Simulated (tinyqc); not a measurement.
# Thin-film transistor with exponential tail and deep states, accumulation layer: transfer curve

An undoped film in accumulation, thicker than the space-charge layer. With band bending psi the Fermi level lies E0 - psi below the band edge. Free electrons n = n0 exp(psi/Vt) carry the current; electrons in two exponential distributions of traps, a = a0 exp(psi/Va) and d = d0 exp(psi/Vp), do not. Linear regime, ohmic contacts, traps in equilibrium.

Va = kB Tt/q, Vp = kB Td/q; n0 = Nc exp(-E0/Vt), a0 = Nt th(T/Tt) exp(-E0/Va), d0 = Nd th(T/Td) exp(-E0/Vp), th(x) = pi x/sin(pi x). G(psi) = sum over the three kinds of c0 [V (exp(psi/V) - 1) - psi], field F = sqrt(2 q G/(eps0 eps_r)); Vg = psi + eps0 eps_r F/Ci at the surface. Total charge Q = Ci (Vg - psi_s); free charge Qf = q times the integral of n0 (exp(psi/Vt) - 1)/F over psi from 0 to psi_s; I = (W/L) mb Qf Vd; effective mobility mb Qf/Q. The last column is d ln I/d ln Vg.

Inputs (values chosen for the exercise); values close to those of an organic semiconductor:
```
symbol,value,unit,meaning
T,250,K,temperature
eps_r,3.2,,relative permittivity of the semiconductor
Nc,1.1e20,cm^-3,density of extended states
mb,2.5,cm^2/(V s),band mobility
Nt,1e20,cm^-3,total density of tail states
Tt,520,K,characteristic temperature of the tail
Nd,3.8e17,cm^-3,total density of deep states
Td,1230,K,characteristic temperature of the deep states
E0,0.51,eV,bulk Fermi level below the band edge
Ci,17,nF/cm^2,gate capacitance
WL,2,,ratio W/L
Vd,0.05,V,drain voltage
```

Constants: q = 1.602176634e-19 C, kB = 1.380649e-23 J/K, Vt = kB T/q, eps0 = 8.8541878128e-14 F/cm where lengths are in cm. Results are converted to the units shown.

Transfer curve:

| Vg (V) | E0 - psi_s (eV) | Q (nC/cm^2) | free share (%) | effective mobility (cm^2/(V s)) | I (nA) | exponent |
|---|---|---|---|---|---|---|
| 0.48 | 0.4217 | 6.660 | 0.001089 | 2.723e-5 | 1.814e-5 | 2.196 |
| 0.78 | 0.3844 | 11.12 | 0.002182 | 5.454e-5 | 6.067e-5 | 2.780 |
| 1.3 | 0.3383 | 19.18 | 0.005981 | 1.495e-4 | 2.868e-4 | 3.258 |
| 2.1 | 0.2919 | 31.99 | 0.01806 | 4.516e-4 | 0.001445 | 3.445 |
| 3.4 | 0.2448 | 53.29 | 0.05742 | 0.001436 | 0.007651 | 3.453 |
| 5.5 | 0.1985 | 88.20 | 0.1801 | 0.004502 | 0.03971 | 3.388 |
| 9 | 0.1521 | 146.9 | 0.5611 | 0.01403 | 0.2061 | 3.296 |
| 15 | 0.1053 | 248.1 | 1.736 | 0.04339 | 1.077 | 3.168 |
| 24 | 0.06404 | 400.4 | 4.570 | 0.1143 | 4.575 | 2.971 |

What does the table show?

The current rises from 1.81e-5 to 4.57 nA and the free share rises from 0.00109 to 4.57 %; the exponent goes from 2.20 through a maximum of 3.45 (at Vg = 3.4 V among the rows listed) to 2.97. If one kind of trap held all the charge, I would go as Q^(2 Tx/T - 1): 8.84 for the deep states, 3.16 for the tail and 1 for free electrons alone.

Numbers from tinyqc (`OMP_NUM_THREADS=1 python tinyqc.py 2610062 2610063 out.jsonl`; about 0.02 s on one thread of a shared Intel Xeon 2.30GHz).
